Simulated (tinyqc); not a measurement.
# Interface traps from C-V curves, high-low and Terman methods: what changes with what

MOS capacitor on an n-type substrate; psi is the band bending, negative in depletion; only majority carriers are counted. At the bending psi the Fermi level lies y = xi - psi below the conduction edge at the surface, xi = Vt ln(Nc/Nd). Dit(y) = D0 + D1 exp(-y/E1); traps fill up to the Fermi level, follow the bias and a slow signal, and do not follow a fast one. V is the gate voltage from flat band.

Inputs (values chosen for the exercise); band and dielectric values close to those of 4H silicon carbide: temperature T = 300 K; relative permittivity eps_r = 9.64; conduction-band density of states at T Nc = 1.71e19 cm^-3; donor density Nd = 4.1e15 cm^-3; equivalent oxide thickness EOT = 2.2 nm; trap density far from the band edge D0 = 1.7e11 cm^-2 eV^-1; band-tail density at the conduction edge D1 = 5.1e12 cm^-2 eV^-1; decay energy of the tail E1 = 0.06 eV.

Constants: q = 1.602176634e-19 C, kB = 1.380649e-23 J/K, Vt = kB T/q, eps0 = 8.8541878128e-14 F/cm where lengths are in cm. Results are converted to the units shown.

Each table varies one quantity; the others keep the values above.

## An error in the doping read as traps

Cox = 3.9 eps0/EOT, LD = sqrt(eps0 eps_r Vt/(q Nd)), u = psi/Vt, Cd = (eps0 eps_r/(sqrt(2) LD)) |exp(u) - 1|/sqrt(exp(u) - u - 1). Ideal V0 = psi - sqrt(2) (eps0 eps_r Vt/LD) sqrt(exp(u) - u - 1)/Cox for psi < 0; the traps add dV = (q/Cox) times the integral of Dit from 0 to psi = (q/Cox) [D0 psi + D1 E1 exp(-xi/E1) (exp(psi/E1) - 1)]. 1/C_HF = 1/Cox + 1/Cd, 1/C_LF = 1/Cox + 1/(Cd + q Dit). The sample has Nd; the ideal curve is drawn with Nd (1 + e). At the true psi = -0.326 V the measured C_HF is matched to the ideal curve, which gives psi', and Dit = (Cox/q) [dV/dpsi' - 1 - Cd'(psi')/Cox], derivatives exact.

The same in every row: true Dit (cm^-2 eV^-1) = 1.706e11.

Results:

| e | psi' (V) | apparent Dit (cm^-2 eV^-1) |
|---|---|---|
| -0.15 | -0.2810 | 1.960e12 |
| -0.1 | -0.2960 | 1.298e12 |
| -0.05 | -0.3110 | 7.047e11 |
| -0.02 | -0.3200 | 3.777e11 |
| 0 | -0.3260 | 1.706e11 |
| 0.02 | -0.3320 | -2.842e10 |
| 0.05 | -0.3410 | -3.128e11 |
| 0.15 | -0.3710 | -1.154e12 |

Estimate the missing row, e = 0.1.

Computed row:

| e | psi' (V) | apparent Dit (cm^-2 eV^-1) |
|---|---|---|
| 0.1 | -0.3560 | -7.524e11 |

With this row back in the table: The apparent Dit falls from 1.96e12 to -1.15e12 cm^-2 eV^-1, against the true 1.71e11. An error of +5 % in the doping shifts it by -4.83e11 cm^-2 eV^-1, 283 % of the true value, and a negative result appears where the assumed doping is too high.

## Subthreshold swing with traps

Same model as above.

At psi = -0.326 V the swing of a transistor with this gate would be S = Vt ln 10 (1 + (Cd + q Dit)/Cox), Dit as above.

Subthreshold swing with traps:

| D0 (cm^-2 eV^-1) | Dit (cm^-2 eV^-1) | q Dit/Cox | S (mV/decade) |
|---|---|---|---|
| 8.5e9 | 9.1139e9 | 9.3030e-4 | 60.741 |
| 2.5e10 | 2.5614e10 | 0.0026145 | 60.841 |
| 7.3e10 | 7.3614e10 | 0.0075141 | 61.133 |
| 2.1e11 | 2.1061e11 | 0.021498 | 61.965 |
| 6.2e11 | 6.2061e11 | 0.063349 | 64.456 |
| 1.8e12 | 1.8006e12 | 0.18380 | 71.626 |
| 5.3e12 | 5.3006e12 | 0.54106 | 92.893 |
| 1.5e13 | 1.5001e13 | 1.5312 | 151.83 |

What does the comparison show?

S rises from 60.7 to 152 mV/decade; without traps it is 60.7. The traps add 10 mV/decade at Dit = 1.65e12 cm^-2 eV^-1 and equal Cox at 9.80e12.

Program tinyqc, `OMP_NUM_THREADS=1 python tinyqc.py 2030062 2030063 out.jsonl`; Intel Xeon 2.30GHz, shared host, one thread, about 0.01 s.
